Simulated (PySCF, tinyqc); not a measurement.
Worked calculation: RHF in the sto-3g basis, for H6, spin multiplicity 1. The lowest restricted solution is unstable here: a spin-polarised one lies 0.0238 hartree lower (PySCF). One step of it, computed by the program tinyqc.

Problem. Iteration 3: DIIS coefficients. Solve [B -1; -1 0][c; lambda] = [0; -1] for the coefficients, which sum to one.

B (overlaps of the stored error matrices), lower triangle:
```
               1              2              3
1  1.9273374e+00
2  6.7429148e-01  4.1223549e-01
3  2.8424269e-02  4.6871973e-02  3.2816036e-02
```

Give: DIIS coefficients.

Solution.

DIIS coefficients: 0.0387  -0.1096  1.0709
